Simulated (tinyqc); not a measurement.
Propagation of a band-gap error through k.p and effective-mass formulas: sweeps and comparisons. A value that a table varies takes the place of the one given here.

Chain, for a gap E (the reference Eg or another value), with Ep and Dso kept: 1/me = 1 + Ep (E + 2 Dso/3)/(E (E + Dso)); g* = 2 - 2 Ep Dso/(3 E (E + Dso)); g1(E) = g1 + (Ep/3)(1/E - 1/Eg), g2(E) = g2 + (Ep/6)(1/E - 1/Eg), light hole 1/(g1 + 2 g2), heavy hole 1/(g1 - 2 g2) along [100]; optical constant ei(E) = 1 + (ei - 1)(EP/(EP + E - Eg))^2, static e0(E) = ei(E) + e0 - ei.

Donor: R = Ry me/e0^2, a_B = a0 e0/me, Mott density (0.26/a_B)^3. Nc, Nv = 2 (m kT/(4 pi c))^(3/2), c = hbar^2/2m0, ni = sqrt(Nc Nv) exp(-E/2kT). Exciton: Ry mu/e0^2 with 1/mu = 1/me + g1(E). 1 angstrom^-3 = 1e24 cm^-3.

Constants: Ry = 13.60569312 eV; a0 (Bohr radius) = 0.5291772105 angstrom; kB = 8.617333262e-05 eV/K; hbar^2/2m0 = 3.80998211 eV angstrom^2.

Parameters, chosen for this exercise (reference values near those of GaAs, gap at low temperature; shifted at random, so the results belong to these values and not to a real crystal):

| symbol | value | unit | meaning |
|---|---|---|---|
| Eg | 1.502 | eV | gap at Gamma to the s-like level |
| Dso | 0.342 | eV | spin-orbit splitting |
| Ep | 26 | eV | Kane energy |
| g1 | 6.98 |  | Luttinger gamma1 |
| g2 | 2.06 |  | gamma2 |
| e0 | 12.85 |  | static dielectric constant |
| ei | 10.76 |  | optical dielectric constant |
| EP | 5.02 | eV | mean (Penn) gap |
| mh | 0.47 | m0 | density-of-states mass of the holes |
| T | 300 | K | temperature |
| Eg2 | 0.586 | eV | a wrong gap, of the size a semi-local functional can give |

## The size of the error

E = f Eg; ratios against f = 1.

Results:

| f | E (eV) | me ratio | light-hole ratio | e0 ratio | donor ratio | Mott ratio | g* | log10 ni ratio |
|---|---|---|---|---|---|---|---|---|
| 0.25 | 0.376 | 0.291 | 0.243 | 1.503 | 0.129 | 0.00726 | -20.003 | 9.06 |
| 0.40 | 0.601 | 0.442 | 0.391 | 1.369 | 0.236 | 0.0336 | -8.465 | 7.30 |
| 0.60 | 0.901 | 0.634 | 0.591 | 1.221 | 0.425 | 0.140 | -3.291 | 4.90 |
| 0.80 | 1.202 | 0.819 | 0.794 | 1.100 | 0.677 | 0.414 | -1.196 | 2.46 |
| 1.00 | 1.502 | 1.000 | 1.000 | 1.000 | 1.000 | 1.00 | -0.140 | 0.00 |
| 1.20 | 1.802 | 1.176 | 1.210 | 0.917 | 1.400 | 2.11 | 0.466 | -2.47 |
| 1.50 | 2.253 | 1.433 | 1.530 | 0.815 | 2.156 | 5.43 | 0.986 | -6.19 |
| 2.00 | 3.004 | 1.842 | 2.083 | 0.690 | 3.864 | 19.0 | 1.410 | -12.42 |

Between f = 0.8 and 1.2 the mean powers d ln(ratio)/d ln f are 0.89 for me, 1.04 for the light hole, -0.45 for e0, 1.79 for the donor energy and 4.02 for the Mott density; ni moves by -0.82 decades per 0.1 eV, against -0.1 eV/(2 kT ln 10) = -0.84 from the exponential alone, the rest coming from Nc through me^(3/4). g* changes sign between f = 1.00 and 1.20; the place of this zero hangs on remote bands, which are left out.

## What each input does

All at E = Eg2. Each row changes one parameter from the base and keeps the others.

Results:

| case | me (m0) | light hole (m0) | e0 | donor (meV) | exciton (meV) | log10 ni |
|---|---|---|---|---|---|---|
| base | 0.0251 | 0.0343 | 17.69 | 1.089 | 0.777 | 13.031 |
| Eg2 = 0.539 eV | 0.0233 | 0.0315 | 18.03 | 0.973 | 0.694 | 13.401 |
| Dso = 0.369 eV | 0.0252 | 0.0343 | 17.69 | 1.096 | 0.781 | 13.033 |
| Ep = 28.08 eV | 0.0232 | 0.0327 | 17.69 | 1.010 | 0.727 | 13.006 |
| g1 = 7.538 | 0.0251 | 0.0337 | 17.69 | 1.089 | 0.770 | 13.031 |
| EP = 5.422 eV | 0.0251 | 0.0343 | 17.22 | 1.149 | 0.820 | 13.031 |
| ei = 11.621 | 0.0251 | 0.0343 | 18.12 | 1.038 | 0.741 | 13.031 |
| mh = 0.508 m0 | 0.0251 | 0.0343 | 17.69 | 1.089 | 0.777 | 13.056 |
| T = 276 K | 0.0251 | 0.0343 | 17.69 | 1.089 | 0.777 | 12.548 |

The largest shifts from the base row, up to three for each result and ties (the steps differ in size, so this ranks the rows, not the parameters). me (m0): Ep -0.0018, Eg2 -0.0018, Dso +0.0002; unchanged at the printed digits by g1, EP, ei, mh and T. light hole (m0): Eg2 -0.0028, Ep -0.0016, g1 -0.0006; unchanged at the printed digits by Dso, EP, ei, mh and T. e0: EP -0.47, ei +0.43, Eg2 +0.34; unchanged at the printed digits by Dso, Ep, g1, mh and T. donor (meV): Eg2 -0.116, Ep -0.079, EP +0.060; unchanged at the printed digits by g1, mh and T. exciton (meV): Eg2 -0.083, Ep -0.050, EP +0.043; unchanged at the printed digits by mh and T. log10 ni: T -0.482, Eg2 +0.371, mh +0.025; unchanged at the printed digits by g1, EP and ei.

tinyqc: `OMP_NUM_THREADS=1 python tinyqc.py 1880475 1880476 out.jsonl`; about 0.01 s, one thread, shared Intel(R) Xeon(R) Processor @ 2.30GHz.
